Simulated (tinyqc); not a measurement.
Comparisons within one model: complex band structure along [001] in sp3s* tight binding. A value that a table varies takes the place of the one given here.

For k = (0, 0, kz) the phase sums are g0 = cos(phi) and g3 = i sin(phi), phi = kz a/4, and the s, pz, s* orbitals of anion (a) and cation (c) decouple from px, py. With z = exp(i phi), H(z) = H0 + z T + T^T/z for any complex z. H0 is diagonal (Esa, Epa, Exa, Esc, Epc, Exc). The anion-cation block is B(z) = z U + W/z and the cation-anion block z W^T + U^T/z, where U has Vss/2 (s,s), Vsapc/2 (s,z), -Vscpa/2 (z,s), Vxx/2 (z,z), Vxapc/2 (s*,z), -Vpaxc/2 (z,s*), and W has the same values with the s-z and s*-z signs reversed. |z| = 1 is a band state, |z| < 1 decays along [001] as exp(-kappa d) over a distance d, kappa = -(4/a) ln|z|. No spin-orbit coupling.

Constants: hbar^2/2m0 = 3.80998211 eV angstrom^2.

Inputs chosen for the exercise (out of a larger set: near a published set for InP, fitted to gaps, whose masses and valley positions are rough (light masses up to twice too heavy); not measured data): p = (-8.518, 0.873, -1.485, 4.033, 8.237, 7.056, -5.372, 1.88, 4.248, 2.225, 5.584, 3.473, 4.48) eV (order Esa, Epa, Esc, Epc, Exa, Exc, Vss, Vxx, Vxy, Vsapc, Vscpa, Vxapc, Vpaxc); a = 5.868 angstrom (lattice constant); dE = 0.81 eV (E - Ev).

## Decay across the direct gap

Ev = -0.00277 eV
EG (direct gap) = 1.42187 eV

masses of this model, from the curvature at Gamma (m0): m_lh 0.09548, m_e 0.12398

kappa of the imaginary branch at Gamma against three formulas: parabolic from the valence edge, sqrt(m_lh E/c); parabolic from the conduction edge, sqrt(m_e (EG - E)/c); two-band (Franz), sqrt(m E (1 - E/EG)/c) with m = 2 m_lh m_e/(m_lh + m_e). E from Ev; c = hbar^2/2m0.

kappa (1/angstrom):

| E/EG | E (eV) | tight binding | parabolic, valence | parabolic, conduction | two-band |
|---|---|---|---|---|---|
| 0.05 | 0.0711 | 0.0413 | 0.0422 | 0.2097 | 0.0437 |
| 0.15 | 0.2133 | 0.0683 | 0.0731 | 0.1983 | 0.0716 |
| 0.25 | 0.3555 | 0.0836 | 0.0944 | 0.1863 | 0.0869 |
| 0.35 | 0.4977 | 0.0931 | 0.1117 | 0.1734 | 0.0957 |
| 0.50 | 0.7109 | 0.0994 | 0.1335 | 0.1521 | 0.1003 |
| 0.65 | 0.9242 | 0.0967 | 0.1522 | 0.1273 | 0.0957 |
| 0.75 | 1.0664 | 0.0891 | 0.1635 | 0.1076 | 0.0869 |
| 0.85 | 1.2086 | 0.0747 | 0.1740 | 0.0833 | 0.0716 |
| 0.95 | 1.3508 | 0.0464 | 0.1840 | 0.0481 | 0.0437 |

How do the results move?

The branch joins the light-hole and conduction bands and peaks, among these rows, at E/EG = 0.50 with kappa = 0.0994 1/angstrom. At mid-gap the parabola from the conduction edge is +53 % off and the two-band form +1.0 %; over 5 nm the parabola would misstate exp(-2 kappa d) by a factor 195.

## Band-to-band tunnelling in a uniform field

WKB at zero transverse momentum: T = exp(-2 I/(eF)), I = integral of kappa dE across the direct gap (8 Gauss-Legendre points in theta, E = EG sin^2 theta, 0 to pi/2); 1 MV/cm = 0.01 V/angstrom. The two-band form gives I = (pi/8) sqrt(m/c) EG^(3/2) with m = 2 m_lh m_e/(m_lh + m_e).

Tunnelling:

| F (MV/cm) | path EG/eF (angstrom) | exponent 2I/eF | T, tight binding | T, two-band |
|---|---|---|---|---|
| 0.50 | 284.4 | 44.557 | 4.46e-20 | 3.44e-20 |
| 0.75 | 189.6 | 29.705 | 1.26e-13 | 1.06e-13 |
| 1.00 | 142.2 | 22.279 | 2.11e-10 | 1.86e-10 |
| 1.50 | 94.8 | 14.852 | 3.55e-07 | 3.25e-07 |
| 2.00 | 71.1 | 11.139 | 1.45e-05 | 1.36e-05 |
| 3.00 | 47.4 | 7.426 | 0.000595 | 0.000570 |
| 4.00 | 35.5 | 5.570 | 0.00381 | 0.00369 |

I, tight binding = 0.111393 eV/angstrom
I, two-band = 0.112038 eV/angstrom

What does this show, and why?

The two-band integral is +0.58 % from the tight-binding one, which makes the two-band T 0.7728 times the other at 0.5 MV/cm and 0.9683 times at 4 MV/cm. Doubling the field from 1 to 2 MV/cm halves the exponent and raises T by a factor 6.88e+04.

## Energy and lattice constant

The slowest root of the s-pz block and the heavy-hole branch, sinh^2(kappa a/4) = ((E - Epa)(E - Epc) - Vxx^2)/(Vxx^2 - Vxy^2), at E = Ev + dE with Ev the lower root of [[Epa, Vxx], [Vxx, Epc]]; the couplings are kept when a changes. Each row changes one parameter from the base and keeps the others.

Results:

| case | slowest kappa (1/angstrom) | heavy-hole kappa (1/angstrom) |
|---|---|---|
| base | 0.0993 | 0.3148 |
| dE = 0.78 eV | 0.0995 | 0.3104 |
| a = 6.044 angstrom | 0.0964 | 0.3057 |

What can be read from the table?

The largest shifts from the base row, up to three for each result and ties (the steps differ in size, so this ranks the rows, not the parameters). slowest kappa (1/angstrom): a -0.0029, dE +0.0002. heavy-hole kappa (1/angstrom): a -0.0092, dE -0.0045. With the couplings fixed, kappa a stays, so kappa scales as 1/a.

Computed by tinyqc, a small Python program: `OMP_NUM_THREADS=1 python tinyqc.py 1451238 1451239 out.jsonl` (the numbers bound the seed that draws the inputs); one thread of a shared host (Intel(R) Xeon(R) Processor @ 2.30GHz), about 0.01 s for the whole set of steps.
